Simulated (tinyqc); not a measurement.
Delay unit and parasitic delay from two ring oscillators.

Inverse problem. A ring of 21 inverters oscillates at 1/(2 x 21 d), with stage delay d = tau (h + p) for fan-out h. Find tau, p and the delay at fan-out 4.

frequencies of 21-stage ring oscillators with fan-out 2 and 4 (GHz): 3.7448134  2.4400004

Answer. d is a straight line in h with slope tau and intercept tau p.

tau = 1.700 ps
p = 1.740
delay at fan-out 4 = 9.758 ps

Numbers from tinyqc (`OMP_NUM_THREADS=1 python tinyqc.py 2082198 2082199 out.jsonl`; about 0.01 s on one thread of a shared Intel Xeon 2.30GHz).
